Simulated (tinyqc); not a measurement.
Choice of the trial bonds: Wannier functions of a composite (isolated) pair of valence bands (bonds of an sp chain).

Each atom has a hybrid pointing left (<) and right (>). H(k): diagonal +V3 on A, -V3 on B; <A<|A>> = -V1a, <B<|B>> = -V1b, <A>|B<> = -V2, <B>|A<> = -V2p exp(ik); k in 1/a, Bloch sums with exp(ikR). The two lowest bands are filled. Trial functions in cell 0: g1 = cos(c) A> + sin(c) B<, and g2 = sin(c) B> + cos(c) A< of cell 1, whose Bloch vector has cos(c) exp(-ik) on A<. Projection A_mn = <psi_m|g_n>, S = A^+ A, Loewdin U = A S^(-1/2), Bloch-like states w_n = sum_m psi_m U_mn, H_W(k) = U^+ diag(E) U. P = sum_m |psi_m><psi_m| is free of phase choices, and S = g^+ P g, w = P g S^(-1/2).

Inputs chosen for the exercise: V2 = 3.87 eV (coupling in the bond A-B inside the cell); V2p = 2.58 eV (coupling in the bond to the next cell); V1a = 0.68 eV (coupling of the two hybrids on A); V1b = 0.91 eV (the same on B); V3 = 0 eV (A at +V3, B at -V3); xb = 0.47 a (position of B (A at 0)).

N = 12; centres and spreads in real space with point-like hybrids at R and R + xb; smallest eigenvalue of S over the mesh.

Trial angle:
```
c (deg)  smallest S  centre 1 (a)  centre 2 (a)  sum of centres  total spread (a^2)  H_12(R = 0), mean over k (eV)
15            0.639        0.2361        0.7339          0.9700              0.1297                        -0.4552
30            0.861        0.2361        0.7339          0.9700              0.1296                        -0.4537
45            0.985        0.2361        0.7339          0.9700              0.1296                        -0.4523
55            0.915        0.2361        0.7339          0.9700              0.1296                        -0.4514
65            0.795        0.2361        0.7339          0.9700              0.1296                        -0.4504
75            0.639        0.2361        0.7339          0.9700              0.1297                        -0.4493
85            0.466        0.2361        0.7339          0.9700              0.1298                        -0.4479
```

The sum of the centres stays at 0.9700 a within 0.0000: it gives the electronic polarisation, modulo a, and is fixed by the filled space. Single centres move by less than 0.0001 a here and H_12(0), a matter of gauge, moves by 7 meV. The total spread runs only from 0.1296 to 0.1298 a^2, so the orthogonalisation repairs even poor trials; the projection is best at c = 45 degrees among these rows, and the two bonds, isolated, have c = 45 and 45.

(tinyqc, `OMP_NUM_THREADS=1 python tinyqc.py 1452643 1452644 out.jsonl`, Intel(R) Xeon(R) Processor @ 2.30GHz, 1 thread, shared host, about 0.2 s.)
